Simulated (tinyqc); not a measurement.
Admittance spectroscopy and thermally stimulated current of one trap level in a depletion layer: one step, computed by the program tinyqc. Command: `OMP_NUM_THREADS=1 python tinyqc.py 3114398 3114399 out.jsonl admit walk`. One thread of a shared host (Intel(R) Xeon(R) Processor @ 2.30GHz), about 0.01 s of CPU time with the checks.

A Schottky junction on n-type material holds one donor-like electron trap; shallow donors are fully ionised and abrupt depletion edges are assumed.

Question. The capacitance step. With E_c - E_F = k_B T_p ln(N_c/N): lambda = sqrt(2 eps eps_0 (E_t - (E_c - E_F))/(e^2 N)); traps are empty and charged for x < x_t = w - lambda, and V_b = e (N w^2 + N_t x_t^2)/(2 eps eps_0). High frequency: C_hf = eps eps_0/w. Low frequency: C_lf = eps eps_0 (N + N_t)/(N w + N_t x_t).

Inputs (values chosen for the exercise, modelled on n-type GaN):

| quantity | value | unit |
|---|---|---|
| dielectric constant eps | 9.46 | - |
| shallow doping N | 5e+16 | 1/cm^3 |
| trap density N_t | 1e+16 | 1/cm^3 |
| trap depth E_t below the band | 0.299 | eV |
| band bending V_b | 1.1 | V |

E_c - E_F = k_B T_p ln(N_c/N) = 0.1442355 eV

Constants: eps_0 = 8.8541878128e-12 F/m; e = 1.602176634e-19 C.

Give: lambda; depletion width w; crossing point x_t; C_hf; C_lf; step (C_lf - C_hf)/C_hf; small-N_t estimate (N_t/N)(lambda/w).

Answer.

lambda = 56.89 nm

depletion width w = 146.3 nm

crossing point x_t = 89.41 nm

C_hf = 57.25 nF/cm^2

C_lf = 61.22 nF/cm^2

step (C_lf - C_hf)/C_hf = 0.06930

small-N_t estimate (N_t/N)(lambda/w) = 0.07777

Reading N_t/N straight from the step would give 0.0693 against the true 0.200: the factor lambda/w must be known.
